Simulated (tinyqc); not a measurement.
# p-type polysilicon, carrier trapping at grain boundaries: two studies

One-dimensional grains of size Lg, uniform ionised doping N, monovalent traps Qt at each boundary at a depth Et below (for electrons) or above (for holes) the band edge there, abrupt depletion of width W on each side of a boundary, Boltzmann statistics. xi is the distance from the band edge at the grain centre to the Fermi level. Trapped charge Qt/(1 + exp((xi + VB - Et)/Vt)) = 2 N W, barrier VB = q N W^2/(2 eps0 eps_r).

Parameters, values chosen for the exercise; values of the order met in polycrystalline silicon:
- T = 300 K (temperature)
- eps_r = 11.7 (relative permittivity)
- NB = 2.65e19 cm^-3 (valence-band density of states at T)
- Lg = 160 nm (grain size)
- Qt = 2.2e12 cm^-2 (trap density of a grain boundary)
- Et = 0.39 eV (depth of the trap level from the majority band edge at the boundary)
- ms = 0.46 m0 (mass for thermionic emission)
- fe = 0.25 (correction factor of the emission rate)
- mug = 110 cm^2/(V s) (mobility inside the grains)
- N = 3.2e17 cm^-3 (doping)

Constants: q = 1.602176634e-19 C, kB = 1.380649e-23 J/K, m0 = 9.1093837015e-31 kg, Vt = kB T/q, eps0 = 8.8541878128e-14 F/cm where lengths are in cm. Results are converted to the units shown.

Each table varies one quantity; the others keep the values above.

## Effect of the doping

If the trap equation with xi = Vt ln(NB/N) has a root W < Lg/2, the grain is partly depleted; otherwise W = Lg/2 and the trap equation gives xi = Et - VB + Vt ln(Qt/(N Lg) - 1). N* = Qt/Lg. n0 = NB exp(-xi/Vt); mean density n0 (1 - 2 W/Lg) by charge balance in a partly depleted grain, and n0 (sqrt(pi)/2) erf(u)/u with u = sqrt(VB/Vt) in a fully depleted one; v = sqrt(kB T/(2 pi ms m0)); barrier resistivity Vt exp(VB/Vt)/(q fe n0 v Lg); grain resistivity (1 - 2 W/Lg)/(q n0 mug); effective mobility 1/(q mean density total resistivity). Rows with xi above 0.45 V, towards mid-gap, are left out, since the other carrier type is ignored.

Effect of the doping:
columns A: N (cm^-3); B: N/N*; C: depleted share 2 W/Lg; D: VB (V); E: xi (V); F: mean density (cm^-3); G: resistivity (ohm cm); H: effective mobility (cm^2/(V s))
```
A              B         C         D         E          F         G        H
6.9e15  0.050182    1.0000  0.034149   0.43187  1.0174e12     25876   237.09
1.4e16   0.10182    1.0000  0.069287   0.37700  6.5222e12     12060   79.351
3e16     0.21818    1.0000   0.14847   0.27452  2.3941e14    4898.8   5.3218
6.4e16   0.46545   0.87733   0.24380   0.15578  7.8507e15    1980.8  0.40136
1.3e17   0.94545   0.61578   0.24396   0.13746  4.9949e16    981.27  0.12734
2.8e17    2.0364   0.40836   0.23109   0.11763  1.6566e17    277.00  0.13602
5.9e17    4.2909   0.23179   0.15688  0.098361  4.5324e17    7.5197   1.8313
1.2e18    8.7273   0.11457  0.077954  0.080007  1.0625e18   0.21474   27.355
2.6e18    18.909  0.052884  0.035987  0.060019  2.4625e18  0.036406   69.620
5.5e18    40.000  0.025000  0.017012  0.040650  5.3625e18  0.013629   85.397
```

What does the table show?

As N goes from 6.9e15 to 5.5e18, VB goes from 0.0341 through a maximum of 0.244 (at N = 1.3e17 among the rows listed) to 0.0170 V, the resistivity falls from 25900 to 0.0136 ohm cm and the effective mobility goes from 237 through a minimum of 0.127 (at N = 1.3e17 among the rows listed) to 85.4 cm^2/(V s). The steepest fall of the resistivity among the rows, as N^(-5.0), lies between N = 5.9e17 and 1.2e18 cm^-3; N* = 1.38e17 cm^-3. While the grain is fully depleted VB grows as N; once the traps are full it falls as 1/N. For N = 2.6e18, 5.5e18 xi is under 2.5 Vt, where Boltzmann statistics begin to fail. For N = 5.5e18 VB is below Vt, where abrupt depletion and thermionic emission are rough. For N = 6.4e16 the grain is near the changeover between partial and full depletion, within a few Debye lengths, where both limits are rough. For N = 6.9e15 the effective mobility exceeds mug, since drift through the depleted part of the grain is left out.

## Effect of the trap density of a grain boundary

Same model as above.

N* = Qt/Lg.

The same in every row: xi (V) = 0.1142.

Effect of the trap density of a grain boundary:
columns A: Qt (cm^-2); B: N/N*; C: depleted share 2 W/Lg; D: VB (V); E: mean density (cm^-3); F: resistivity (ohm cm); G: effective mobility (cm^2/(V s))
```
A            B        C         D         E       F         G
2e11     25.60  0.03906  0.002416  3.075e17  0.2053     98.87
3.4e11   15.06  0.06640  0.006983  2.988e17  0.2072     100.8
5.7e11   8.982   0.1113   0.01963  2.844e17  0.2255     97.34
9.7e11   5.278   0.1894   0.05682  2.594e17  0.4300     55.96
1.6e12   3.200   0.3099    0.1521  2.208e17   11.54     2.450
2.8e12   1.829   0.3977    0.2505  1.927e17   512.9   0.06313
4.7e12   1.089   0.4206    0.2802  1.854e17    1617   0.02082
8e12    0.6400   0.4355    0.3004  1.806e17    3538  0.009767
```

What does the table show?

As Qt goes from 2e11 to 8e12, VB rises from 0.00242 to 0.300 V, the resistivity rises from 0.205 to 3540 ohm cm and the effective mobility goes from 98.9 through a maximum of 101 (at Qt = 3.4e11 among the rows listed) to 0.00977 cm^2/(V s). For Qt = 2e11, 3.4e11, 5.7e11 VB is below Vt, where abrupt depletion and thermionic emission are rough.

tinyqc, about 0.01 s, one thread, Intel Xeon 2.30GHz (shared host): `OMP_NUM_THREADS=1 python tinyqc.py 2830218 2830219 out.jsonl`
